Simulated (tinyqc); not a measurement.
From results back to parameters: free-carrier optics of a doped semiconductor (Drude model). Four cases, with inputs chosen for the exercise.

Problem. eps(E) is given at one energy; N and mu are hidden.

eps(E) = ei [1 - Ep^2/(E^2 + i E Gam)], with Ep^2 = 8 pi c (e^2/(4 pi eps0)) N/(m ei), c = hbar^2/2m0, N in 1/angstrom^3 (1e-24 per 1/cm^3); Gam = hbar/tau, tau = mu m m0/e with m0/e = 5.685630e-12 kg/C and mu in m^2/(V s). Energies in meV.

Constants: hbar^2/2m0 = 3.80998211 eV angstrom^2; e^2/(4 pi eps0) = 14.39964547 eV angstrom; hbar = 6.58211957e-16 eV s.

Find: Gam; Ep; N; mu.

Method. ei - eps1 = ei Ep^2/(E^2 + Gam^2) and eps2 = (ei - eps1) Gam/E; the ratio gives Gam, then Ep, N and mu follow.

Case 1.

Values chosen (out of a larger set: mass and dielectric values near those of Si; N and mu are free inputs; interband absorption and the rise of the mass with filling are left out; not measured data):
- m = 0.246 m0 (conductivity mass)
- ei = 11.9 (high-frequency dielectric constant)
- E = 46.4 meV (photon energy)

eps = 10.67577+1.12876i

Solution.

Gam = 42.78 meV
Ep = 20.24 meV
N = 8.70e+17 1/cm^3
mu = 110 cm^2/(V s)

Case 2.

Values chosen (out of a larger set: mass and dielectric values near those of Si; N and mu are free inputs; interband absorption and the rise of the mass with filling are left out; not measured data):
- m = 0.283 m0 (conductivity mass)
- ei = 11.66 (high-frequency dielectric constant)
- E = 25.4 meV (photon energy)

eps = 10.61857+0.69885i

Solution.

Gam = 17.04 meV
Ep = 9.14 meV
N = 2.00e+17 1/cm^3
mu = 240 cm^2/(V s)

Case 3.

Values chosen (out of a larger set: mass and dielectric values near those of Si; N and mu are free inputs; interband absorption and the rise of the mass with filling are left out; not measured data):
- m = 0.257 m0 (conductivity mass)
- ei = 11.67 (high-frequency dielectric constant)
- E = 26.2 meV (photon energy)

eps = 10.79747+1.07153i

Solution.

Gam = 32.18 meV
Ep = 11.35 meV
N = 2.80e+17 1/cm^3
mu = 140 cm^2/(V s)

Case 4.

Values chosen (out of a larger set: mass and dielectric values near those of Si; N and mu are free inputs; interband absorption and the rise of the mass with filling are left out; not measured data):
- m = 0.271 m0 (conductivity mass)
- ei = 11.36 (high-frequency dielectric constant)
- E = 44.3 meV (photon energy)

eps = -9.74061+14.53386i

Solution.

Gam = 30.51 meV
Ep = 73.31 meV
N = 1.20e+19 1/cm^3
mu = 140 cm^2/(V s)

Computed by tinyqc, one run a case: `OMP_NUM_THREADS=1 python tinyqc.py N N+1 out.jsonl` with N = 1650493, 1650592, 1650717, 1651060; one thread of a shared Intel(R) Xeon(R) Processor @ 2.30GHz, about 0.01 s a run at most.
